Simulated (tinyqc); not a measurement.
Worked calculation: fitting sp3s* parameters to three gaps by Newton steps. Values are carried at full precision from step to step, so a last printed digit may differ when a step is redone from the rounded ones.

sp3s* tight binding, nearest neighbours only: anion (a) at 0, cation (c) at a/4 (1,1,1), orbitals s, px, py, pz, s* on each; k in units of 2 pi/a. With phases e_j = exp(i (pi/2) k.n_j) for n = (1,1,1), (1,-1,-1), (-1,1,-1), (-1,-1,1): g0 = (e1+e2+e3+e4)/4, g1 = (e1+e2-e3-e4)/4, g2 = (e1-e2+e3-e4)/4, g3 = (e1-e2-e3+e4)/4. The diagonal holds the levels Esa, Epa, Exa (s*) and Esc, Epc, Exc. Anion-cation block: <sa|sc> = Vss g0; <sa|xc> = Vsapc g1; <xa|sc> = -Vscpa g1; <xa|xc> = Vxx g0; <xa|yc> = <ya|xc> = Vxy g3, <xa|zc> = <za|xc> = Vxy g2, <ya|zc> = <za|yc> = Vxy g1; <s*a|xc> = Vxapc g1; <xa|s*c> = -Vpaxc g1; y and z take g2 and g3 in place of g1; s-s* and s*-s* vanish.

Gaps are level 5 at Gamma, X = (1,0,0) and L = (1/2,1/2,1/2) less level 4 at Gamma; no spin-orbit coupling. Free parameters: Vss, Vsapc and Vpaxc. H is linear in them, so by Hellmann-Feynman J_ij = <u|dH/dp_j|u> for level 5 at point i less the same for level 4 at Gamma. Newton: p(new) = p + J^-1 (target - gaps); stop when all misses are below 1e-7 eV.

Inputs chosen for the exercise (out of a larger set: near a published set for GaAs, fitted to gaps, whose masses and valley positions are rough; not measured data): p = (-8.434, 1.037, -2.631, 3.632, 8.624, 6.757, -6.385, 1.944, 5.019, 4.462, 5.751, 4.86, 4.859) eV (start, order Esa, Epa, Esc, Epc, Exa, Exc, Vss, Vxx, Vxy, Vsapc, Vscpa, Vxapc, Vpaxc); tg = (1.6853, 2.0344, 1.7686) eV (target gaps at Gamma, X, L).

## Gaps of the starting set

Compute the gaps and the misses.

gaps (eV): Gamma 1.4836, X 1.9878, L 1.6572

target less gap (eV): Gamma 0.2017, X 0.0466, L 0.1114

## The Jacobian

Form J and its singular values.

J:
```
           Vss   Vsapc    Vpaxc
Gamma  -0.9104  0.0000   0.0000
X       0.0000  0.4982   0.0000
L      -0.2405  0.3138  -0.1268
```

singular values: 0.9479  0.5832  0.1041

The gap at Gamma answers to Vss. The condition number is 9.1.

## The first Newton step

Solve J dp = target less gap; the columns of J are Vss, Vsapc and Vpaxc.

dp (eV): Vss -0.222, Vsapc 0.093, Vpaxc -0.227

## The iteration

Repeat with J formed anew.

Newton steps (eV):
```
i      Vss   Vsapc   Vpaxc   Gamma       X       L  largest miss
0  -6.3850  4.4620  4.8590  1.4836  1.9878  1.6572          0.20
1  -6.6066  4.5555  4.6317  1.6859  2.0346  1.7684       0.00058
2  -6.6059  4.5551  4.6279  1.6853  2.0344  1.7686       3.5e-07
3  -6.6059  4.5551  4.6279  1.6853  2.0344  1.7686       1.8e-13
```

Converged in 3 steps; the miss goes 0.20, 0.00058, 3.5e-07, 1.8e-13, about squaring each time once it is small. The largest change is 0.231 eV in Vpaxc, for a first miss of 0.202 eV.

## Checks

- J by Hellmann-Feynman against central differences: largest difference 1.5e-10.

Program tinyqc; command `OMP_NUM_THREADS=1 python tinyqc.py 1481780 1481781 out.jsonl`; about 0.1 s on one thread of a shared Intel(R) Xeon(R) Processor @ 2.30GHz.
